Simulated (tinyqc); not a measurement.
Stretching all distances: RHF, UHF, MP2, CISD and CCSD against full CI in the sto-3g basis, for H3+, spin multiplicity 1. Computed by the program tinyqc with PySCF. All coordinates are multiplied by the scale. c0^2 is the weight of the RHF determinant in the lowest singlet FCI state (UHF is spin-contaminated and may lie near states of higher spin) and n(LUMO) the first natural occupation beyond the occupied space.

Geometry (angstrom):
```
atom       x       y        z
H     0.0000  0.0000   0.0000
H     0.0000  0.0000   0.8190
H     0.0000  0.5690  -0.5900
```

Full CI energy (hartree) and errors against it (kcal/mol):
```
scale  distance 1-2 (angstrom)    E(FCI)     RHF     UHF     MP2   CISD   CCSD  <S^2> UHF   c0^2  n(LUMO)
1.000                    0.819  -1.23724  17.065  17.065   5.406  0.000  0.000      0.000  0.978    0.038
1.260                    1.032  -1.22502  22.858  22.858   7.393  0.000  0.000      0.000  0.962    0.064
1.520                    1.245  -1.17569  30.216  25.234   9.650  0.000  0.000      0.383  0.938    0.098
1.780                    1.458  -1.11956  39.809  21.741  12.193  0.000  0.000      0.644  0.903    0.144
2.300                    1.884  -1.02994  64.923  13.603  15.333  0.000  0.000      0.884  0.807    0.263
2.560                    2.097  -1.00072  78.290  10.896  13.329  0.000  0.000      0.938  0.760    0.321
```

Estimate the missing row, scale = 2.04.

Computed row:
```
scale  distance 1-2 (angstrom)    E(FCI)     RHF     UHF     MP2   CISD   CCSD  <S^2> UHF   c0^2  n(LUMO)
2.040                    1.671  -1.06950  51.659  17.275  14.488  0.000  0.000      0.796  0.858    0.201
```

UHF parts from RHF first at scale 1.52 of those listed, where <S^2> leaves zero. The weight c0^2 goes from 0.98 to 0.76 and n(LUMO) from 0.04 to 0.32: static correlation grows as the bonds break into open-shell fragments. The spread of the error along the curve, which distorts its shape, is CISD 0.0, CCSD 0.0, MP2 9.9, UHF 14.3, RHF 61.2 kcal/mol. With two electrons CISD and CCSD are exact.
